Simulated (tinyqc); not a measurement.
FinFET, parasitic resistance, capacitance and delay: one step of the calculation.

Nf fins under one contact; each has gated perimeter p = 2 Hf + Wf and cross-section A = Hf Wf; contact width Wc = Nf pf, stack height Hs = Hf. Contact length Lc = CPP - Lg - 2 Lsp, shared by two neighbouring gates. Source and drain sides are equal. The formulas are first-order estimates, not field solutions.

Question. Geometry and resistances. Epitaxy sheet resistance Rsh = re/te, transfer length LT = sqrt(rc/Rsh), contact Rc = [sqrt(rc Rsh)/Wc] coth(Lc/(2 LT)); extension of one fin Rx = rx Lsp/A. Effective width N p; for equal currents one side has Rc + Rx/N.

Inputs (values chosen for the exercise); values close to those of silicon logic devices: number of fins Nf = 3; fin height Hf = 55 nm; fin width Wf = 5 nm; fin pitch pf = 27 nm; contacted gate pitch CPP = 54 nm; gate length Lg = 20 nm; spacer length Lsp = 8 nm; contact resistivity rc = 1.1e-9 ohm cm^2; resistivity of the source-drain epitaxy re = 0.00047 ohm cm; current-carrying depth of the epitaxy te = 25 nm; resistivity of the extension rx = 0.00062 ohm cm.

Give: Lc; effective width; Rsh; LT; Rc; Rx; one side times effective width.

Answer.

Lc = 18.000 nm
effective width = 345.00 nm
Rsh = 188.00 ohm
LT = 24.189 nm
Rc = 157.79 ohm
Rx = 180.36 ohm
one side times effective width = 75.180 ohm um

Program tinyqc, `OMP_NUM_THREADS=1 python tinyqc.py 2170098 2170099 out.jsonl`; Intel Xeon 2.30GHz, shared host, one thread, about 0.02 s.
